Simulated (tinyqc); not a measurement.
# Small-signal admittance of a forward-biased p+-n diode: effects of single changes

Holes injected into a neutral base of width wb with an ohmic contact at its end; low injection, p0 far above the equilibrium density. A small voltage v exp(i w t), w = 2 pi f, modulates the edge density by p0 v/Vt, and the small-signal density obeys Dp d2p/dx2 = (1/tau + i w) p.

Parameters, values chosen for the exercise; permittivity close to that of silicon:
- T = 350 K (temperature)
- eps_r = 11.7 (relative permittivity)
- Nd = 6.3e15 cm^-3 (donor density of the base)
- Dp = 11 cm^2/s (hole diffusion coefficient)
- tau = 4e-8 s (hole lifetime)
- wb = 27 um (width of the neutral base)
- p0 = 3.8e13 cm^-3 (excess hole density at the junction edge)
- Na = 3e18 cm^-3 (acceptor density of the p+ side)
- Rs = 0.0011 ohm cm^2 (series resistance)
- f = 2.1e6 Hz (signal frequency)

Constants: q = 1.602176634e-19 C, kB = 1.380649e-23 J/K, Vt = kB T/q, eps0 = 8.8541878128e-14 F/cm where lengths are in cm. Results are converted to the units shown.

Each table varies one quantity; the others keep the values above.

## Admittance against frequency

L = sqrt(Dp tau); direct current J = (q Dp p0/L) coth(wb/L); k = sqrt(1 + i w tau)/L; diffusion admittance Y = (q Dp p0/Vt) k coth(k wb) = G + i w C_diff; junction capacitance C_j = sqrt(q eps0 eps_r Nd/(2 Vr)) in the depletion approximation, with the remaining barrier Vr = Vt ln(Na/p0), a rough value under forward bias; base-width modulation is left out. Measured admittance 1/[Rs + 1/(Y + i w C_j)].

The same in every row: C_j (uF/cm^2) = 0.03921.

Admittance against frequency:
```
f (Hz)     w tau  G (S/cm^2)  C_diff (uF/cm^2)  measured G (S/cm^2)  measured C (uF/cm^2)  phase of the measured Y (degrees)
10000   0.002513       3.349           0.06667                3.337                0.1051                             0.1134
60000    0.01508       3.350           0.06667                3.337                0.1051                             0.6802
2e5      0.05027       3.350           0.06665                3.338                0.1051                              2.265
1e6       0.2513       3.375           0.06620                3.363                0.1046                              11.06
4e6        1.005       3.680           0.06090                3.672               0.09930                              34.20
2e7        5.027       5.858           0.03826                5.923               0.07647                              58.35
7e7        17.59       10.21           0.02194                10.87               0.05975                              67.53
3e8        75.40       20.69           0.01083                29.28               0.04735                              71.84
1e9        251.3       37.60          0.005960                108.1               0.03822                              65.77
```

G starts at J/Vt = 3.35 S/cm^2 and C_diff at (J tau/(2 Vt))(1 - 2 x/sinh 2x) = 0.0667 uF/cm^2, x = wb/L = 4.07. Between the last two rows G goes as f^(0.50) and C_diff as f^(-0.50); the limits are 1/2 and -1/2, reached when the signal penetrates only sqrt(Dp/w). The measured C is 0.73 % below C_diff + C_j in the first row and 15 % below it in the last, the difference being due to Rs.

## Effect of the width of the neutral base

Same model as above.

The same in every row: w tau = 0.52779; C_j (uF/cm^2) = 0.039208.

Effect of the width of the neutral base:
```
wb (um)  G (S/cm^2)  C_diff (uF/cm^2)  measured G (S/cm^2)  measured C (uF/cm^2)  phase of the measured Y (degrees)
0.33         67.343         0.0022197               62.698              0.035910                            0.43298
0.66         33.755         0.0044351               32.546              0.040574                            0.94238
1.3          17.299         0.0087027               16.976              0.046138                             2.0538
2.6          8.9744          0.017143               8.8873              0.055254                             4.6897
5.1          5.1878          0.031806               5.1593              0.070210                             10.180
10           3.7323          0.051692               3.7186              0.090157                             17.740
20           3.4589          0.063833               3.4478               0.10226                             21.373
40           3.4551          0.064863               3.4441               0.10328                             21.588
```

What does the comparison show?

As wb goes from 0.33 to 40, G falls from 67.3 to 3.46 S/cm^2, C_diff rises from 0.00222 to 0.0649 uF/cm^2 and the measured C rises from 0.0359 to 0.103 uF/cm^2. C_diff exceeds C_j for wb = 10, 20, 40.

Numbers from tinyqc (`OMP_NUM_THREADS=1 python tinyqc.py 2890133 2890134 out.jsonl`; about 0.01 s on one thread of a shared Intel Xeon 2.30GHz).
